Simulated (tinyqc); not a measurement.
Inside a calculation. Method: RHF in the sto-3g basis, for H2, spin multiplicity 1. One step of it, computed by the program tinyqc.

Task: Iteration 26 (converged): orbitals. Diagonalise F' = X^T F X, C = X C', fill 1 alpha and 1 beta electrons from the bottom; D = 2 C_occ C_occ^T. Each column has its largest component positive (the first on a tie).

converged F (hartree):
```
           1H 1s      2H 1s
1H 1s  -0.220979  -0.445019
2H 1s  -0.445019  -0.220979
```

X:
```
           1H 1s      2H 1s
1H 1s   1.089201  -0.258609
2H 1s  -0.258609   1.089201
```

Give: F' = X^T F X; orbital energies; coefficients C; D after iteration 26.

Result:

F' = X^T F X (hartree):
```
         1        2
1  -0.0262  -0.4332
2  -0.4332  -0.0262
```

orbital energies (hartree): MO1 -0.4595, MO2 0.4070

coefficients C:
```
          MO1      MO2
1H 1s  0.5873   0.9530
2H 1s  0.5873  -0.9530
```

D after iteration 26:
```
        1H 1s   2H 1s
1H 1s  0.6899  0.6899
2H 1s  0.6899  0.6899
```
